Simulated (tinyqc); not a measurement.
Which substrate gives the strongest standing wave: standing waves and exposure in a photoresist film.

Inputs chosen for the exercise:
- lam = 193 nm (vacuum wavelength)
- n1 = 1.731 (resist index)
- A = 0.04 1/micrometre (bleachable absorption (Dill A))
- B = 1.14 1/micrometre (fixed absorption (Dill B))

r12 = (N1 - Ns)/(N1 + Ns) with N1 = n1 + i (A + B) lam/(4 pi), lam in micrometres, and Ns = ns + i ks chosen for the exercise, each substrate thick; contrast 2|r|/(1 + |r|^2); the intensity at the interface relative to the forward wave is |1 + r12|^2.

Results:
```
case           ns     ks  |r12|^2  contrast  phase (degrees)  |1 + r12|^2
near Si3N4  2.648  0.254   0.0466     0.412           -169.1        0.623
near W      1.285  3.026   0.5035     0.944           -126.8        0.653
near Cu     0.988  1.421   0.2663     0.815            -90.0        1.267
near SiO2   1.593  0.000   0.0018     0.084              7.2        1.085
near Si     0.890  2.851   0.5783     0.964           -121.1        0.794
```

What can be read from this table?

The strongest reflector is the case near Si (0.578) and the weakest near SiO2 (0.0018). The intensity at the interface depends on the phase too: it is lowest for the case near Si3N4 (0.623, phase -169 degrees) and highest for near Cu (1.267); a strong reflector with a phase of 180 degrees would put a node there.

Run: tinyqc, `OMP_NUM_THREADS=1 python tinyqc.py 1650944 1650945 out.jsonl`; Intel(R) Xeon(R) Processor @ 2.30GHz, one thread, shared host; about 0.01 s of CPU time with all checks.
